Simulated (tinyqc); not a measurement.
p-n diode with diffusion and depletion-layer recombination: one step of the calculation.

Abrupt junction in the depletion approximation, low injection, full ionisation, neutral widths fixed, ohmic contact on the p side. Vj is the junction voltage; where a series resistance Rs is given, V = Vj + J Rs is the terminal voltage.

Problem. New Vj. Diffusion current alone: J = J0 (exp(Vj/Vt) - 1), g = Vj + J Rs - V, g' = 1 + Rs J0 exp(Vj/Vt)/Vt, Vj(new) = Vj - g/g'.

Values chosen for this exercise; band and dielectric values close to those of indium phosphide:

| symbol | value | unit | meaning |
|---|---|---|---|
| T | 325 | K | temperature |
| Rs | 0.00038 | ohm cm^2 | series resistance |
| V | 0.98 | V | terminal voltage |

Constants: q = 1.602176634e-19 C, kB = 1.380649e-23 J/K, Vt = kB T/q. Results are converted to the units shown.

Vj after iteration 2 = 1.0901457 V
J0 = J0n + J0p = 2.6181141e-15 A/cm^2

Give: J; g; g'; Vj after iteration 3.

Solution.

J = 210.32 A/cm^2
g = 0.19007 V
g' = 3.8538
Vj after iteration 3 = 1.0408 V

tinyqc, about 0.01 s, one thread, Intel Xeon 2.30GHz (shared host): `OMP_NUM_THREADS=1 python tinyqc.py 2260142 2260143 out.jsonl`
